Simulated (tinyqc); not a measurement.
Worked calculation: Ewald sum of point charges, simple cubic in a neutralising background, strained along z by a factor 0.97, lattice. Computed by tinyqc, a small Python program that keeps every step. Command: `OMP_NUM_THREADS=1 python tinyqc.py 23645 23646 out.jsonl` (the two numbers bound the seeds that draw the settings). One thread of a shared host (Intel(R) Xeon(R) Processor @ 2.60GHz), about 0.04 s of CPU time with the checks.

## Ewald sum with eta = 0.543 1/bohr

cell vectors (rows) (bohr):
$$\begin{pmatrix}
6.86000 & 0.00000 & 0.00000 \\
0.00000 & 6.86000 & 0.00000 \\
0.00000 & 0.00000 & 6.65400
\end{pmatrix}$$

Charges:
```
q             f1       f2       f3
2.00000  0.00000  0.00000  0.00000
```

Real space: 1/2 sum q_i q_j erfc(eta r)/r over all images with r > 0; reciprocal space: (2 pi/V) sum_(G != 0) exp(-G^2/4 eta^2)/G^2 |S(G)|^2 with S(G) = sum q exp(i G.r); self term -eta/sqrt(pi) sum q^2; background -pi Q^2/(2 V eta^2), Q the total charge.

Real-space shells (first ones):
```
r (bohr)  pairs  sum (hartree)
6.65400       2       1.94e-07
6.86000       4       1.61e-07
9.55695       8              0
9.70151       4              0
```

Reciprocal shells (first ones that count):
```
G^2 (1/bohr^2)  vectors  sum (hartree)
0.83890               4        0.18791
0.89165               2        0.08453
1.67781               4        0.04613
1.73055               8        0.08554
2.56945               8        0.02829
3.35561               4        0.00556
3.56660               2        0.00219
4.19451               8        0.00437
4.24726               8        0.00413
4.40550               8        0.00348
5.08616              16        0.00338
5.24440               8        0.00143
```

## The total does not depend on eta

The same sums for other eta.

Totals (hartree per cell):
```
eta          real  reciprocal      self  background       total
0.54300  3.55e-07     0.45808  -1.22542    -0.06805  -0.8353878
0.67400  2.08e-10     0.72984  -1.52106    -0.04417  -0.8353878
1.00500         0     1.45252  -2.26804    -0.01987  -0.8353878
```

shortest distance = 6.65400 bohr
